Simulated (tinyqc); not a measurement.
Bandgap voltage reference from two bipolar transistors: effect of the temperature coefficient of both resistors.

Two transistors of area 1 and N carry the same current I. Is(T) = Is (T/T0)^eta exp[(Vg0 q/kB)(1/T0 - 1/T)], VBE1 = Vt ln(I/Is(T)) + I rb, VBE2 = Vt ln(I/(N Is(T))) + I rb/N. The amplifier forces I R1(T) = VBE1 - VBE2 + Vos, with R(T) = R (1 + tc (T - T0)) for both resistors, and the output is Vref = VBE1 + I R2(T). Base currents and the Early effect are neglected.

Vt = kB T/q; I = (Vt ln N + Vos)/(R1(T) - rb (1 - 1/N)). Box coefficient: span of Vref between 233 and 398 K over its average over T and over 165 K. The last column is the R2 that gives zero slope at T0.

Inputs (values chosen for the exercise); values of the order met in silicon bipolar transistors: reference temperature T0 = 300 K; band-gap voltage extrapolated to 0 K Vg0 = 1.141 V; temperature exponent of the saturation current eta = 3.4; saturation current of the unit transistor at T0 Is = 5e-16 A; area ratio of the second transistor N = 24; resistor across which the difference of VBE falls, at T0 R1 = 14 kohm; offset of the amplifier Vos = 0 mV; series resistance of the unit transistor rb = 0 ohm; output resistor at T0 R2 = 99.01 kohm.

Constants: q = 1.602176634e-19 C, kB = 1.380649e-23 J/K. Results are converted to the units shown.

Effect of the temperature coefficient of both resistors:
```
tc (ppm/K)	I at T0 (uA)	Vref at T0 (V)	slope at T0 (uV/K)	box coefficient (ppm/K)	R2 for zero slope (kohm)
-2000	5.869	1.180	-23.63	19.25	100.2
-1000	5.869	1.180	-49.48	45.81	101.5
0	5.869	1.180	-75.33	70.72	102.9
1000	5.869	1.180	-101.2	94.42	104.2
2000	5.869	1.180	-127.0	117.3	105.5
3000	5.869	1.180	-152.9	139.5	106.8
```

What does the comparison show?

As tc goes from -2000 to 3000, Vref stays at 1.180 V and the box coefficient rises from 19.2 to 140 ppm/K.

Numbers from tinyqc (`OMP_NUM_THREADS=1 python tinyqc.py 2062154 2062155 out.jsonl`; about 0.02 s on one thread of a shared Intel Xeon 2.30GHz).
